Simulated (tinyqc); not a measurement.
Force balance against energy balance: elastic strain and critical thickness of a cubic alloy layer A(1-x)B(x) on a thick substrate. Computed by tinyqc, a small Python program. Command: `OMP_NUM_THREADS=1 python tinyqc.py 3008998 3008999 out.jsonl misfit walk`. One thread of a shared host (Intel(R) Xeon(R) Processor @ 2.30GHz), about 0.01 s of CPU time with the checks.

Strain is positive in tension. The layer is coherent with the substrate unless said otherwise.

Inputs (values chosen for the exercise, modelled on Ga(1-x)In(x)As on GaAs): fraction x of B = 0.22; lattice constant a_A = 5.653 angstrom; lattice constant a_B = 6.058 angstrom; substrate lattice constant a_S = 5.653 angstrom.

Growth plane: (111). Layer: uncapped. Misfit dislocation: 60-degree.

C11, C12, C44 of A (GPa): [116.9, 53.63, 59.34]

C11, C12, C44 of B (GPa): [84.14, 44.69, 39.42]

Method:
- a = (1 - x) a_A + x a_B, the same rule for each C_ij; misfit f = (a_S - a)/a, the in-plane strain of the coherent layer.
- Voigt averages: G = (C11 - C12 + 3 C44)/5, B = (C11 + 2 C12)/3, nu = (3 B - 2 G)/(2 (3 B + G)); b = a/sqrt(2). The 60-degree dislocation has cos alpha = 1/2, and cos lambda = sqrt(3)/6 on (111), for glide on an inclined {111} plane.
- Matthews-Blakeslee: h_c = A [ln(h_c/b) + 1], A = b (1 - nu cos^2 alpha)/(8 pi |f| (1 + nu) cos lambda), the factor 8 pi being that of an uncapped layer.
- People-Bean: h_c = P ln(h_c/b), P = (1 - nu)/(1 + nu) b^2/(16 pi sqrt(2) a f^2). The misfit is scaled by 0.25, 0.4, 0.6, 1, 1.5, 2.2 at fixed a, b and nu; the upper root is taken, and rows with A < 1.3 b or P < 3 b, where the roots shrink to the core size or vanish, are left out.

misfit f = -0.0155170

prefactor A = 2.73285 nm

Poisson ratio nu = 0.240408

Burgers vector b = 0.406028 nm

free lattice constant a = 5.7421 angstrom

Critical thickness:
```
|f| (%)  Matthews-Blakeslee (nm)  People-Bean (nm)   ratio
0.3879                    66.698            1330.4  19.946
0.6207                    37.808             450.1  11.905
0.9310                    22.927             172.7   7.533
1.5517                    11.983              49.3   4.114
2.3275                     7.013              17.1   2.434
3.4137                     4.121               5.6   1.347
```

The exponents d ln h_c/d ln f are -1.21 and -2.31 between the first rows, steeper than the -1 and -2 of the prefactors because of the logarithm. The ratio falls from 19.9 to 1.35 as the misfit grows. Where People-Bean lies above, a layer between the lines is metastable: dislocations would lower the energy but have to be nucleated. Above about 2 % misfit islands may come first.
